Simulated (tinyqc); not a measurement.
## Donor binding, ionisation and the Mott limit: ionisation against doping

Hydrogenic donor: Ry = (m0 q^3/(8 eps0^2 h^2)) me/eps_r^2 in eV, E0 = cc Ry, radius a = q/(8 pi eps0 eps_r E0), Mott density Nm = (0.26/a)^3. Below Nm the level sinks as Ed = E0 [1 - (N/Nm)^(1/3)]. Neutrality: Nc F12(eta) = N/(1 + 2 exp(eta + Ed/kB T)), F12(x) = (2/sqrt(pi)) int_0^infinity sqrt(u)/(1 + exp(u - x)) du.

The neutrality equation is solved with F12 in each row.

Inputs (values chosen for the exercise); band and dielectric values close to those of gallium phosphide: temperature T = 200 K; relative permittivity eps_r = 11.1; mass in the hydrogenic formula, set independently of Nc me = 0.303 m0; conduction-band density of states at 200 K Nc = 9.63e18 cm^-3; ratio of the true binding energy to the hydrogenic one cc = 1.

Constants: q = 1.602176634e-19 C, kB = 1.380649e-23 J/K, eps0 = 8.8541878128e-12 F/m, h = 6.62607015e-34 J s, m0 = 9.1093837015e-31 kg, Vt = kB T/q. Results are converted to the units shown.

Result of one run:
```
N (cm^-3)      N/Nm  Ed (meV)  ionised (%)  ionised with Ed = E0 (%)
8.7e15     0.003606     28.33        99.08                     98.77
```

What becomes of these results when the donor density N is changed from 8.7e15 to 2.1e16 cm^-3, all else the same?

Result of the changed run:
```
N (cm^-3)      N/Nm  Ed (meV)  ionised (%)  ionised with Ed = E0 (%)
2.1e16     0.008704     26.58        98.04                     97.13
```

The whole series:
```
N (cm^-3)      N/Nm  Ed (meV)  ionised (%)  ionised with Ed = E0 (%)
1.4e15     5.803e-4     30.67        99.83                     99.80
3.5e15     0.001451     29.67        99.60                     99.50
8.7e15     0.003606     28.33        99.08                     98.77
2.1e16     0.008704     26.58        98.04                     97.13
5.2e16      0.02155     24.15        95.96                     93.42
1.3e17      0.05388     20.82        92.27                     86.02
3.2e17       0.1326     16.40        86.88                     74.25
7.8e17       0.3233     10.49        80.33                     59.44
1.9e18       0.7875     2.560        73.77                     44.31
```

The ionised share falls from 99.8 to 73.8 %, against 99.8 to 44.3 % for a fixed level: a higher density raises EF against the level, which fills more donors, while the sinking Ed works the other way.

Range of the model: A sharp level with degeneracy 2 overstates freeze-out near Nm, where the impurity band broadens and merges with the conduction band.

Numbers from tinyqc (`OMP_NUM_THREADS=1 python tinyqc.py 2330090 2330091 out.jsonl`; about 0.01 s on one thread of a shared Intel Xeon 2.30GHz).
